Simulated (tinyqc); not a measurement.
Kinetic Monte Carlo and master equation for a particle on a ring of sites with traps and bias. Inputs raised by 10 %, one at a time. Computed by tinyqc, a small Python program. Command: `OMP_NUM_THREADS=1 python tinyqc.py 3000293 3000294 out.jsonl kmc sens`. One thread of a shared host (Intel(R) Xeon(R) Processor @ 2.30GHz), about 0.01 s of CPU time with the checks.

5 sites on a ring, numbered 1 to 5. The saddle between i and i+1 lies at E0 + s b_i and site i at s eps_i; a force F tilts the landscape, with the saddle half-way.

Inputs (values chosen for the exercise, for a model defect):

| quantity | value | unit |
|---|---|---|
| reference barrier E0 | 0.67 | eV |
| scale factor s of the disorder | 1 | - |
| attempt frequency nu | 2.1 | THz |
| temperature T | 620 | K |
| site spacing a | 2.7 | angstrom |
| force F along the ring | 0.018 | eV/angstrom |

Disorder: site traps.

site energies eps_i (eV): -0.14  0  0  0  0

saddle shifts b_i between sites i and i+1 (eV): 0  0  0  0  0

Constants: k_B = 8.617333262e-05 eV/K.

Method:
- Rates: k(i to i+1) = nu exp(-(E0 + s b_i - s eps_i - F a/2)/(k_B T)), k(i to i-1) = nu exp(-(E0 + s b_(i-1) - s eps_i + F a/2)/(k_B T)).
- Share right = k right/(k right + k left); mean stay = 1/(k right + k left).
- Master equation dP/dt = W P, W_(i+1,i) = k right, W_(i-1,i) = k left, columns summing to zero. The steady state is its null vector; drift v = a sum P_i (k right - k left). D = a^2 lambda''(0)/2, where lambda(q) is the leading eigenvalue of W with right hops weighted by exp(q) and left hops by exp(-q).
- The slowest relaxation rate is minus the real part of the next eigenvalue of W. 1 angstrom = 1e-8 cm.
- At zero force D0 = a^2 nu exp(-E0/(k_B T)) / [<exp(-s eps/(k_B T))> <exp(s b/(k_B T))>], with means over the ring; Einstein relation v = D0 F/(k_B T); 1 angstrom = 1e-8 cm.

Runs:

| input moved | from | to | drift velocity v (cm/s) | zero-force diffusivity D0 (cm^2/s) | slowest relaxation rate (1/s) | D0 over the value without disorder |
|---|---|---|---|---|---|---|
| base run | - | - | 0.05384 | 1.5443e-09 | 6.1662e+06 | 0.28184 |
| reference barrier E0 (eV) | 0.67 | 0.737 | 0.01536 | 4.4067e-10 | 1.7595e+06 | 0.28184 |
| scale factor s of the disorder | 1 | 1.1 | 0.04370 | 1.2535e-09 | 5.7199e+06 | 0.22876 |
| attempt frequency nu (THz) | 2.1 | 2.31 | 0.05922 | 1.6987e-09 | 6.7828e+06 | 0.28184 |
| temperature T (K) | 620 | 682 | 0.18203 | 5.7773e-09 | 1.9220e+07 | 0.33719 |
| site spacing a (angstrom) | 2.7 | 2.97 | 0.06561 | 1.8686e-09 | 6.8306e+06 | 0.28184 |
| force F along the ring (eV/angstrom) | 0.018 | 0.0198 | 0.05965 | 1.5443e-09 | 6.8306e+06 | 0.28184 |

Exponents ln(y'/y) / ln(x'/x):

| input | drift velocity v | zero-force diffusivity D0 | slowest relaxation rate | D0 over the value without disorder |
|---|---|---|---|---|
| reference barrier E0 | -13.157 | -13.157 | -13.157 | 0.000 |
| scale factor s of the disorder | -2.189 | -2.189 | -0.788 | -2.189 |
| attempt frequency nu | 1.000 | 1.000 | 1.000 | 0.000 |
| temperature T | 12.781 | 13.843 | 11.928 | 1.882 |
| site spacing a | 2.075 | 2.000 | 1.074 | 0.000 |
| force F along the ring | 1.075 | 0.000 | 1.074 | 0.000 |

To which inputs is each result most sensitive?

Among the inputs moved here: drift velocity v answers most in size to reference barrier E0 (exponent -13.157), next to temperature T (+12.781). Zero-force diffusivity D0 answers most in size to temperature T (exponent +13.843), next to reference barrier E0 (-13.157); its exponent is below 0.0005 for force F along the ring. Its exponent +2.000 in site spacing a: D scales with the square of the jump. Slowest relaxation rate answers most in size to reference barrier E0 (exponent -13.157), next to temperature T (+11.928). D0 over the value without disorder answers most in size to scale factor s of the disorder (exponent -2.189), next to temperature T (+1.882); its exponent is below 0.0005 for reference barrier E0, attempt frequency nu, site spacing a, force F along the ring. Its exponent 0.000 in reference barrier E0: a common shift of all barriers cancels in the ratio.

Extremes, crossings and ranges named in words are read from the listed rows.
